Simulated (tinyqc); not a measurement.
Luttinger-Kohn k.p, four valence bands, step by step. One step of it, computed by the program tinyqc.

Problem. Levels at k. Diagonalise the Hermitian matrix.

H(k) at k (eV), order 3/2, 1/2, -1/2, -3/2:
```
[[0.171102, 0.014893-0.022579i, 0.011283+0.034998i, 0.000000],
 [0.014893+0.022579i, 0.146360, 0.000000, 0.011283+0.034998i],
 [0.011283-0.034998i, 0.000000, 0.146360, -0.014893+0.022579i],
 [0.000000, 0.011283-0.034998i, -0.014893-0.022579i, 0.171102]]
```

Give: eigenvalues.

Solution.

eigenvalues (eV): [0.1114, 0.1114, 0.2060, 0.2060]
